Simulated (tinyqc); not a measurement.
# Floating body of a partially depleted SOI transistor: body voltage and kink: two studies

Source at 0 V. Channel current Ic = 2 nf K Vt^2 [F(0) - F(Vd)](1 + la Vd), F(V) = ln^2(1 + exp((Vg - VT - nf V)/(2 nf Vt))), VT = VT0 - gb Vb. Saturation voltage Vs = 2 Vt sqrt(F(0)) + 3 Vt, excess Ve = (Vd - Vs + sqrt((Vd - Vs)^2 + 0.0004 V^2))/2, multiplication M1 = Ai Ve exp(-Bl/Ve). Each junction passes D(v) = J1 (exp(v/Vt) - 1) + J2 (exp(v/(2 Vt)) - 1). Bipolar current Ib = bb J1 (exp(Vb/Vt) - 1). The body settles where M1 (Ic + Ib) = D(Vb) + D(Vb - Vd) + Vb/Rb; drain current Id = (1 + M1)(Ic + Ib) - D(Vb - Vd).

Values chosen for this exercise; values of the order met in partially depleted silicon-on-insulator transistors:
- T = 300 K (temperature)
- VT0 = 0.47 V (threshold at zero body voltage)
- gb = 0.23 (fall of the threshold per volt of body voltage)
- nf = 1.21 (slope factor)
- K = 130 uA/(V^2 um) (gain factor per width)
- la = 0.05 1/V (channel-length modulation factor)
- Ai = 1.33 1/V (impact-ionisation prefactor)
- Bl = 4.9 V (impact-ionisation voltage)
- J1 = 9e-12 uA/um (diffusion saturation current of each junction)
- J2 = 7.1e-9 uA/um (recombination saturation current of each junction)
- bb = 1 (gain of the lateral bipolar transistor on the diffusion current)
- Rb = 1e9 kohm um (resistance of a weak body tie to the source (1e9 stands for no tie, and the term is then dropped))
- Vg = 0.85 V (gate voltage)
- Vd = 1.3 V (drain voltage)

Constants: q = 1.602176634e-19 C, kB = 1.380649e-23 J/K, Vt = kB T/q. Results are converted to the units shown.

Each table varies one quantity; the others keep the values above.

## Output curve and kink

Rows with more than one solution for Vb (latch) are left out; dId/dVd by a forward difference over 1e-4 V, swing = 1e-4 V over the change of log10 Id; M1 under 1e-12 is printed as 0.

Output curve and kink:

| Vd (V) | Vb (V) | M1 | Id, floating (uA/um) | Id, grounded (uA/um) | ratio | dId/dVd, floating (uS/um) | dId/dVd, grounded (uS/um) |
|---|---|---|---|---|---|---|---|
| 0.84 | 0.3563 | 1.312e-6 | 11.95 | 8.089 | 1.477 | 12.59 | 0.3905 |
| 1 | 0.4690 | 5.526e-5 | 13.43 | 8.153 | 1.647 | 7.041 | 0.4195 |
| 1.16 | 0.5328 | 5.740e-4 | 14.37 | 8.227 | 1.747 | 5.036 | 0.5259 |
| 1.32 | 0.5749 | 0.002752 | 15.11 | 8.327 | 1.814 | 4.359 | 0.7432 |
| 1.48 | 0.6051 | 0.008436 | 15.82 | 8.471 | 1.867 | 4.607 | 1.071 |
| 1.64 | 0.6279 | 0.01958 | 16.62 | 8.675 | 1.916 | 5.608 | 1.487 |
| 1.8 | 0.6460 | 0.03782 | 17.65 | 8.950 | 1.971 | 7.280 | 1.965 |

Vb rises from 0.356 to 0.646 V and the ratio of the currents rises from 1.48 to 1.97. The output conductance with a floating body exceeds the grounded value by the largest factor among the rows, 32.3, at Vd = 0.84 V, where Vb = 0.356 V and M1 = 1.31e-6.

## Transfer curve and swing

Same model as above.

Transfer curve and swing:

| Vg (V) | Vb (V) | M1 | Id, floating (uA/um) | Id, grounded (uA/um) | ratio | swing, floating (mV/decade) | swing, grounded (mV/decade) |
|---|---|---|---|---|---|---|---|
| 0.02 | 0.05264 | 0.02953 | 1.989e-7 | 1.374e-7 | 1.448 | 66.83 | 75.98 |
| 0.12 | 0.2094 | 0.02949 | 1.479e-5 | 3.183e-6 | 4.646 | 47.43 | 72.32 |
| 0.22 | 0.3816 | 0.02909 | 0.001223 | 7.654e-5 | 15.97 | 58.14 | 72.70 |
| 0.32 | 0.4801 | 0.02695 | 0.04283 | 0.001745 | 24.54 | 75.08 | 75.23 |
| 0.42 | 0.5385 | 0.02135 | 0.4899 | 0.03172 | 15.44 | 125.9 | 86.33 |
| 0.52 | 0.5653 | 0.01467 | 1.982 | 0.3138 | 6.317 | 217.4 | 122.6 |
| 0.62 | 0.5758 | 0.009252 | 4.671 | 1.405 | 3.324 | 329.9 | 196.3 |
| 0.72 | 0.5774 | 0.005400 | 8.480 | 3.647 | 2.325 | 449.0 | 296.4 |
| 0.82 | 0.5729 | 0.002875 | 13.36 | 7.063 | 1.891 | 569.8 | 407.3 |

Vb goes from 0.0526 through a maximum of 0.577 (at Vg = 0.72 V among the rows listed) to 0.573 V. The smallest swing among the rows is 47.4 mV a decade with a floating body (at Vg = 0.12 V) and 72.3 with a grounded one; Vt ln 10 = 59.5. The floating swing is smaller by more than 3 % for Vg = 0.02, 0.12, 0.22 V, where the rising Vb lowers the threshold as Vg rises. In the first row the floating body raises the current by a factor of 1.45.

Range of the model: The multiplication law is an empirical form chosen for the exercise; self-heating and capacitive coupling to the body are left out, and the linear laws are rough once Vb passes about 0.7 V or M1 about 0.1.

Numbers from tinyqc (`OMP_NUM_THREADS=1 python tinyqc.py 2182036 2182037 out.jsonl`; about 0.2 s on one thread of a shared Intel Xeon 2.30GHz).
